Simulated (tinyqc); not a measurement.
# Fully depleted semiconductor-on-insulator film with two gates, non-linear Poisson equation by Newton steps: two studies

One dimension across the film, front interface at x = 0, back interface at x = ts. psi is counted from the intrinsic level, n = ni exp(psi/Vt) (source grounded), holes neglected, acceptors ionised. Gates act through Cox = eps0 eox/tox and Cbox = 3.9 eps0/tb with potentials G1 = Vg - (phiM - chi - Vt ln(Nc/ni)) and G2 = Vb - (phiB - chi - Vt ln(Nc/ni)). Classical Boltzmann densities, no interface charge, no depletion in the back plane.

Parameters, values chosen for the exercise; band and dielectric values close to those of silicon: temperature T = 300 K; band gap Eg = 1.12 eV; relative permittivity eps_r = 11.6; conduction-band density of states at T Nc = 2.77e19 cm^-3; valence-band density of states at T Nv = 2.7e19 cm^-3; electron affinity chi = 4.04 eV; relative permittivity of the gate insulator (close to silicon dioxide) eox = 3.9; insulator thickness tox = 3.4 nm; film thickness ts = 18 nm; buried-oxide thickness (eps_r 3.9) tb = 10 nm; acceptor density of the film Na = 6.1e16 cm^-3; work function of the front gate phiM = 4.3 eV; work function of the back plane phiB = 4.09 eV; back-gate voltage Vb = 0 V.

Constants: q = 1.602176634e-19 C, kB = 1.380649e-23 J/K, Vt = kB T/q, eps0 = 8.8541878128e-14 F/cm where lengths are in cm. Results are converted to the units shown.

Each table varies one quantity; the others keep the values above.

## Charge against front-gate voltage

ni = sqrt(Nc Nv) exp(-Eg/(2 Vt)), Eg in volts. The Poisson equation eps0 eps_r d2psi/dx2 = q (n + Na), with -eps0 eps_r dpsi/dx = Cox (G1 - psi) at x = 0 and eps0 eps_r dpsi/dx = Cbox (G2 - psi) at x = ts, is solved on 300 equal intervals with half boxes at both ends; N_inv is the trapezoid sum of n. Swing = ln 10/(d ln N_inv/dVg); the last column is (dN_inv/dVb)/(dN_inv/dVg).

Result of one run:
columns A: Vg (V); B: psi front (V); C: psi back (V); D: N_inv (cm^-2); E: centroid/ts; F: swing (mV/decade); G: q dN_inv/dVg over Cox; H: back/front leverage
```
A         B      C        D      E       F      G      H
0.89  0.573  0.448  3.94e12  0.134  1.55e3  0.922  0.299
```

What becomes of these results when the front-gate voltage Vg is changed from 0.89 to 0.29 V, all else the same?

Result of the changed run:
columns A: Vg (V); B: psi front (V); C: psi back (V); D: N_inv (cm^-2); E: centroid/ts; F: swing (mV/decade); G: q dN_inv/dVg over Cox; H: back/front leverage
```
A         B      C        D      E    F      G      H
0.29  0.484  0.441  7.11e11  0.349  383  0.674  0.374
```

The whole series:
columns A: Vg (V); B: psi front (V); C: psi back (V); D: N_inv (cm^-2); E: centroid/ts; F: swing (mV/decade); G: q dN_inv/dVg over Cox; H: back/front leverage
```
A           B      C        D      E       F        G      H
-0.31  0.0696  0.226   1.87e7  0.843     106  6.43e-5  0.777
-0.16   0.193  0.303   5.13e8  0.786     103  0.00181  0.722
-0.01   0.316  0.378  1.46e10  0.690     107   0.0497  0.635
0.14    0.421  0.427  1.96e11  0.522     189    0.375  0.488
0.29    0.484  0.441  7.11e11  0.349     383    0.674  0.374
0.44    0.521  0.445  1.42e12  0.249     641    0.807  0.332
0.59    0.544  0.447  2.22e12  0.193     930    0.869  0.314
0.74    0.561  0.447  3.07e12  0.158  1.24e3    0.902  0.304
0.89    0.573  0.448  3.94e12  0.134  1.55e3    0.922  0.299
```

N_inv passes 1e11 cm^-2 at Vg = 0.0914 V. The swing starts at 106 mV a decade, against (1 + k) Vt ln 10 = 72.1 for a front channel with k = Cs Cbox/(Cox (Cs + Cbox)) = 0.212, Cs = eps0 eps_r/ts; above threshold this column is no longer a subthreshold swing. The centroid falls from 0.843 to 0.134 of ts and the leverage of the back gate falls from 0.777 to 0.299. For Vg = 0.59, 0.74, 0.89 the density at an interface exceeds 0.3 Nc, where Boltzmann statistics fail. For Vg = -0.31, 0.74, 0.89 the classical centroid lies within 3 nm of an interface, where confinement, left out, would push it away.

## Threshold and coupling against the insulator thickness

VT is the Vg for N_inv = 1e11 cm^-2; -dVT/dVb from the linearised equation. Limits with Cs = eps0 eps_r/ts: front channel Cs Cbox/(Cox (Cs + Cbox)), back channel Cbox (Cox + Cs)/(Cox Cs). Swing at N_inv = 1e8 cm^-2.

The same in every row: centroid/ts at VT = 0.585.

Result of one run:
```
tox (nm)  VT (V)  -dVT/dVb  front-channel limit  back-channel limit  swing (mV/decade)
1.7       0.0909     0.403                0.106               0.775               95.2
```

What becomes of these results when the insulator thickness tox is changed from 1.7 to 4.8 nm, all else the same?

Result of the changed run:
```
tox (nm)  VT (V)  -dVT/dVb  front-channel limit  back-channel limit  swing (mV/decade)
4.8       0.0919     0.655                0.299                1.09                112
```

The whole series:
```
tox (nm)  VT (V)  -dVT/dVb  front-channel limit  back-channel limit  swing (mV/decade)
1.7       0.0909     0.403                0.106               0.775               95.2
2.4       0.0911     0.459                0.150               0.845               99.0
3.4       0.0914     0.541                0.212               0.945                104
4.8       0.0919     0.655                0.299                1.09                112
6.8       0.0925     0.817                0.424                1.29                123
9.6       0.0933      1.04                0.598                1.57                138
14        0.0946      1.40                0.872                2.01                161
```

As tox goes from 1.7 to 14, VT rises from 0.0909 to 0.0946 V, the centroid stays near 0.585 of ts and -dVT/dVb rises from 0.403 to 1.40. The coupling covers 44.3 % of the way from the front-channel to the back-channel limit in the first row and 46.8 % in the last.

Program tinyqc, `OMP_NUM_THREADS=1 python tinyqc.py 2190030 2190031 out.jsonl`; Intel Xeon 2.30GHz, shared host, one thread, about 0.3 s.
